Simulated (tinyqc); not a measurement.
Bethe-Salpeter matrix of a two-band square lattice (Tamm-Dancoff form): one step. Exciton levels and strengths. Two cases, with inputs chosen for the exercise.

Task: Diagonalise. For the lowest state give the amplitudes A_k (norm 1, largest positive) and f = (sum_k A_k)^2/Nk, Nk the size of the matrix.

Case 1.

Values chosen: Eg = 2 eV (quasiparticle gap).

H (eV):
```
           j00        j01        j02        j10        j11        j12        j20        j21        j22
j00   1.468644  -0.072655  -0.072655  -0.072655  -0.017006  -0.017006  -0.072655  -0.017006  -0.017006
j01  -0.072655   2.608644  -0.072655  -0.017006  -0.072655  -0.017006  -0.017006  -0.072655  -0.017006
j02  -0.072655  -0.072655   2.608644  -0.017006  -0.017006  -0.072655  -0.017006  -0.017006  -0.072655
j10  -0.072655  -0.017006  -0.017006   2.608644  -0.072655  -0.072655  -0.072655  -0.017006  -0.017006
j11  -0.017006  -0.072655  -0.017006  -0.072655   3.748644  -0.072655  -0.017006  -0.072655  -0.017006
j12  -0.017006  -0.017006  -0.072655  -0.072655  -0.072655   3.748644  -0.017006  -0.017006  -0.072655
j20  -0.072655  -0.017006  -0.017006  -0.072655  -0.017006  -0.017006   2.608644  -0.072655  -0.072655
j21  -0.017006  -0.072655  -0.017006  -0.017006  -0.072655  -0.017006  -0.072655   3.748644  -0.072655
j22  -0.017006  -0.017006  -0.072655  -0.017006  -0.017006  -0.072655  -0.072655  -0.072655   3.748644
```

Case 2.

Values chosen: Eg = 4.7 eV (quasiparticle gap).

H (eV):
```
           j00        j01        j02        j10        j11        j12        j20        j21        j22
j00   4.170899  -0.022116  -0.022116  -0.022116   0.039391   0.039391  -0.022116   0.039391   0.039391
j01  -0.022116   5.160899  -0.022116   0.039391  -0.022116   0.039391   0.039391  -0.022116   0.039391
j02  -0.022116  -0.022116   5.160899   0.039391   0.039391  -0.022116   0.039391   0.039391  -0.022116
j10  -0.022116   0.039391   0.039391   5.160899  -0.022116  -0.022116  -0.022116   0.039391   0.039391
j11   0.039391  -0.022116   0.039391  -0.022116   6.150899  -0.022116   0.039391  -0.022116   0.039391
j12   0.039391   0.039391  -0.022116  -0.022116  -0.022116   6.150899   0.039391   0.039391  -0.022116
j20  -0.022116   0.039391   0.039391  -0.022116   0.039391   0.039391   5.160899  -0.022116  -0.022116
j21   0.039391  -0.022116   0.039391   0.039391  -0.022116   0.039391  -0.022116   6.150899  -0.022116
j22   0.039391   0.039391  -0.022116   0.039391   0.039391  -0.022116  -0.022116  -0.022116   6.150899
```

Give: levels; amplitudes of the lowest state; f of the lowest state.

Result:

Case 1.

levels (eV): 1.4470  2.4947  2.5700  2.6756  2.6756  3.6153  3.7713  3.7713  3.8769

amplitudes of the lowest state: j00 0.990, j01 0.070, j02 0.070, j10 0.070, j11 0.014, j12 0.014, j20 0.070, j21 0.014, j22 0.014

f of the lowest state = 0.196

The lowest state lies 0.5530 eV below the gap Eg = 2 eV and holds 20 % of the strength, against 11 % for one free pair. On a fine mesh the triplet and singlet bindings are 0.4087 and 0.3514 eV.

Case 2.

levels (eV): 4.1658  5.0600  5.1749  5.1749  5.2184  6.1196  6.1196  6.1503  6.2345

amplitudes of the lowest state: j00 0.998, j01 0.022, j02 0.022, j10 0.022, j11 -0.020, j12 -0.020, j20 0.022, j21 -0.020, j22 -0.020

f of the lowest state = 0.112

The lowest state lies 0.5342 eV below the gap Eg = 4.7 eV and holds 11 % of the strength, against 11 % for one free pair. On a fine mesh the triplet and singlet bindings are 0.4659 and 0.3405 eV.

Computed by tinyqc, one run a case: `OMP_NUM_THREADS=1 python tinyqc.py N N+1 out.jsonl` with N = 1281710, 1282062; one thread of a shared Intel(R) Xeon(R) Processor @ 2.30GHz, about 1 s a run at most.
